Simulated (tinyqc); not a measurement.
Two-dimensional electron gas with Rashba and Dresselhaus coupling, step by step. Values are carried at full precision from step to step, so a last printed digit may differ when a step is redone from the rounded ones.

H = c k^2/m + al (ky sx - kx sy) + b1 (kx sx - ky sy) + gam kx ky (kx sy - ky sx), s the Pauli matrices, x = [100], c = hbar^2/2m0, b1 = gam (pi/L)^2 (hard walls). H = c k^2/m + B.s, so E = c k^2/m -/+ |B| and the lower state has its spin along -B.

Constants: hbar^2/2m0 = 3.80998211 eV angstrom^2; hbar = 6.58211957e-16 eV s.

Values chosen for the exercise (of the size met in InSb; the results hold for these values, not for the real material): m = 0.014 m0 (mass); al = 0.27 eV angstrom (Rashba constant); gam = 406.9 eV angstrom^3 (bulk Dresselhaus constant); L = 185 angstrom (width of the (001) well); n = 12 1e11/cm^2 (sheet density (one subband filled)); phi = 30 degrees (angle of k from [100]).

## Scales

b1; mean Fermi wave vector k0 = sqrt(2 pi n) (1e11/cm^2 = 1e-5/angstrom^2); E0 = c k0^2/m; b3 = gam k0^2/4; kR = al m/(2c) and ER = al kR/2, the shift and depth of a pure Rashba band.

b1 = 0.1173 eV angstrom
k0 = 0.02746 1/angstrom
E0 = 205.190 meV
b3 = 0.07670 eV angstrom
kR = 0.0004961 1/angstrom
ER = 0.06697 meV

The ratio al/(b1 - b3) is 6.64; kR is 1.8 % of k0.

## Spin-orbit field at one point of the Fermi circle

k = k0 (cos phi, sin phi). Form B, the splitting 2|B| and the direction of the lower spin, atan2(-By, -Bx).

Bx, By (meV): 4.6734  -4.8725

splitting = 13.5028 meV
direction of the lower spin = 133.8 degrees

## The matrix

H = [[E0, Bx - i By], [Bx + i By, E0]] in meV; diagonalise. Precession period h/(2|B|) = 2 pi hbar/(splitting).

H (meV):
```
                  up            down
up          205.1899  4.6734+4.8725i
down  4.6734-4.8725i        205.1899
```

levels (meV): 198.4385  211.9413

period = 0.306 ps

## The two wave vectors at the energy E0 along this direction

Solve c k^2/m -/+ |B(k)| = E0. The spin turns by (k_outer - k_inner) per length, so a half turn takes pi/(difference).

k (1/angstrom): outer 0.027906, inner 0.027003

difference = 0.0009032 1/angstrom
length of a half turn = 347.8 nm

For linear terms alone the difference is (m/c)|B|/k, whatever the energy: every electron along this direction turns alike, the basis of the spin transistor. The cubic term makes it depend on density.

## Checks

- Difference of the Fermi wave vectors without Dresselhaus terms against al m/c: both 0.00099213.

(tinyqc, `OMP_NUM_THREADS=1 python tinyqc.py 1482252 1482253 out.jsonl`, Intel(R) Xeon(R) Processor @ 2.30GHz, 1 thread, shared host, about 0.01 s.)
